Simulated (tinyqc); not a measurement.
# Pinning of the barrier by interface states

Cowley-Sze model with the space charge neglected: phiB = S (phiM - chi) + (1 - S)(Eg - phi0), S = 1/(1 + q Dit dl/(eps0 ei)), dl in cm.

Values chosen for this exercise; band and dielectric values close to those of gallium phosphide:
```
symbol,value,unit,meaning
Eg,2.23,eV,band gap
chi,3.75,eV,electron affinity
dl,0.3,nm,thickness of the interfacial layer
ei,1,,relative permittivity of the interfacial layer
phi0,0.59,eV,neutral level above the valence band
phiM,4.29,eV,metal work function
```

Constants: q = 1.602176634e-19 C, eps0 = 8.8541878128e-14 F/cm where lengths are in cm. Results are converted to the units shown.

Result of one run:
```
S,phiB (eV),change of phiB for 0.5 eV more work function (eV)
0.9840,0.5576,0.4920
```

Which density of interface states Dit gave this result: 3e11, 1e12, 3e12 or 1e14 cm^-2 eV^-1?

Dit = 3e11 cm^-2 eV^-1.

The whole series:
```
Dit (cm^-2 eV^-1),S,phiB (eV),change of phiB for 0.5 eV more work function (eV)
1e11,0.9946,0.5459,0.4973
3e11,0.9840,0.5576,0.4920
1e12,0.9485,0.5966,0.4743
3e12,0.8600,0.6941,0.4300
1e13,0.6481,0.9270,0.3241
3e13,0.3804,1.222,0.1902
1e14,0.1556,1.469,0.07778
3e14,0.05785,1.576,0.02893
1e15,0.01809,1.620,0.009044
```

S falls from 0.995 to 0.0181, passing 1/2 at Dit = eps0 ei/(q dl) = 1.84e13 cm^-2 eV^-1. The barrier rises from 0.546 to 1.62 eV, from near the Schottky-Mott value phiM - chi = 0.540 eV towards the pinned value Eg - phi0 = 1.64 eV.

tinyqc, about 0.09 s, one thread, Intel Xeon 2.30GHz (shared host): `OMP_NUM_THREADS=1 python tinyqc.py 2020002 2020003 out.jsonl`
